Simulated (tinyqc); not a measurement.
Inside a calculation. Model: long-channel MOSFET, surface-potential model.

Computed by the program tinyqc: `OMP_NUM_THREADS=1 python tinyqc.py 2360087 2360088 out.jsonl`, one thread of a shared Intel Xeon 2.30GHz, about 0.04 s for the whole run. Printed values are rounded.

n-channel transistor on a uniformly doped p-type body, gradual-channel approximation, constant mobility, Boltzmann statistics, full ionisation. Potentials are counted from the neutral body; V is the electron quasi-Fermi potential, Vsb at the source and Vsb + Vds at the drain. Charges are magnitudes per area.

Values chosen for this exercise; material values close to those of silicon: temperature T = 250 K; band gap Eg = 1.12 eV; relative permittivity of the semiconductor eps_r = 11.6; conduction-band density of states at T Nc = 2.11e19 cm^-3; valence-band density of states at T Nv = 2.02e19 cm^-3; acceptor density of the body Na = 8.1e15 cm^-3; relative permittivity of the gate insulator eox = 24.3; insulator thickness tox = 21 nm; flat-band voltage Vfb = -0.67 V; channel mobility mu = 110 cm^2/(V s); gate width W = 2 um; gate length L = 1 um; source-body reverse bias Vsb = 0.5 V; gate-source voltage Vgs = 0.17 V; drain-source voltage Vds = 0.8 V.

Constants: q = 1.602176634e-19 C, kB = 1.380649e-23 J/K, Vt = kB T/q, eps0 = 8.8541878128e-14 F/cm where lengths are in cm. Results are converted to the units shown.

## Body potential, insulator capacitance and body factor

ni = sqrt(Nc Nv) exp(-Eg/(2 Vt)), Eg in volts; phiF = Vt ln(Na/ni); Cox = eps0 eox/tox; gamma = sqrt(2 q eps0 eps_r Na)/Cox. VT = Vfb + 2 phiF + gamma sqrt(2 phiF + Vsb), m = 1 + gamma/(2 sqrt(2 phiF + Vsb)).

ni = 1.060996e8 cm^-3
phiF = 0.3910277 V
Cox = 1.024556 uF/cm^2
gamma = 0.05039418 V^0.5
VT = 0.1691156 V
m = 1.022253

## Iteration 1: surface potential at the source by Newton steps

psi at the start (2 phiF + Vsb) = 1.282060 V

With V = Vsb: G = psi - Vt + Vt e, e = exp((psi - 2 phiF - Vsb)/Vt); f = Vgs + Vsb - Vfb - psi - gamma sqrt(G); f' = -1 - gamma (1 + e)/(2 sqrt(G)); psi(new) = psi - f/f'.

G = 1.282065 V
f = 8.795341e-4 V
f' = -1.044511
psi after iteration 1 = 1.282902 V

## Iteration 2: surface potential at the source by Newton steps

As before.

G = 1.283766 V
f = -3.585623e-7 V
f' = -1.045369
psi after iteration 2 = 1.282902 V

## Course of the iteration: surface potential at the source by Newton steps

Stop when psi changes by less than 1e-10 V, or after 40 iterations.

Course of the iteration:

| iteration | psi (V) | \|change\| (V) |
|---|---|---|
| 1 | 1.282902 | 8.42e-4 |
| 2 | 1.282902 | 3.43e-7 |
| 3 | 1.282902 | 5.84e-14 |

Converged in 3 iterations. The change falls from 8.4e-4 in the first iteration to below the tolerance in the last.

## Charges and current of the charge-sheet model

psi_0 = 1.282902 V
psi_L = 1.283391 V

psi_0 and psi_L solve Vgs + Vsb - Vfb - psi = gamma sqrt(G) at V = Vsb and Vsb + Vds. Qi = Cox gamma [sqrt(G) - sqrt(psi - Vt)], G = psi - Vt + Vt exp((psi - 2 phiF - V)/Vt), at both ends. With U = Vgs + Vsb - Vfb: drift = mu (W/L) Cox [U (psi_L - psi_0) - (psi_L^2 - psi_0^2)/2 - (2/3) gamma ((psi_L - Vt)^1.5 - (psi_0 - Vt)^1.5)]; diffusion = mu (W/L) Vt (Qi0 - QiL).

Qi0 = 0.5127730 nC/cm^2
QiL = 3.929475e-17 nC/cm^2
drift current = 2.761036e-5 uA
diffusion current = 0.002430305 uA
drain current = 0.002457915 uA

Drift carries 1.12 % of the current. The drain end is pinched off: its charge is under 1 % of that at the source.

## Inversion charge along the channel

| point | V (V) |
|---|---|
| 0 | 0.5 |
| 1 | 0.6 |
| 2 | 0.7 |
| 3 | 0.8 |
| 4 | 0.9 |
| 5 | 1 |
| 6 | 1.1 |
| 7 | 1.2 |
| 8 | 1.3 |

The surface potential psi at channel potential V solves Vgs + Vsb - Vfb - psi = gamma sqrt(G), G = psi - Vt + Vt exp((psi - 2 phiF - V)/Vt). Charge sheet: Qi = Cox gamma [sqrt(G) - sqrt(psi - Vt)]. Pao-Sah: Qi = (Cox gamma/2) integral from 3 Vt to psi of exp((u - 2 phiF - V)/Vt)/sqrt(G(u, V)) du.

| point | psi (V) | Qi, charge sheet (nC/cm^2) | Qi, Pao-Sah (nC/cm^2) |
|---|---|---|---|
| 0 | 1.282902 | 0.5127730 | 0.5172594 |
| 1 | 1.283386 | 0.005076888 | 0.005121386 |
| 2 | 1.283391 | 4.895545e-5 | 4.938455e-5 |
| 3 | 1.283391 | 4.719445e-7 | 4.760811e-7 |
| 4 | 1.283391 | 4.549667e-9 | 4.589545e-9 |
| 5 | 1.283391 | 4.385997e-11 | 4.424441e-11 |
| 6 | 1.283391 | 4.228215e-13 | 4.265276e-13 |
| 7 | 1.283391 | 4.076109e-15 | 4.111836e-15 |
| 8 | 1.283391 | 3.929475e-17 | 3.963917e-17 |

At the source the charge-sheet charge is 0.87 % below the Pao-Sah one.

## Pao-Sah current by Simpson's rule

I = mu (W/L) integral of Qi dV; Simpson's rule on the 9 points, step Vds/8, weights 1, 4, 2, ..., 4, 1 times step/3.

Pao-Sah current = 0.003944201 uA

Gauss-Legendre quadrature on many points gives 0.002485 uA, so this value is 59 % above it; the charge-sheet current, 0.002458 uA, is 1.1 % below it.
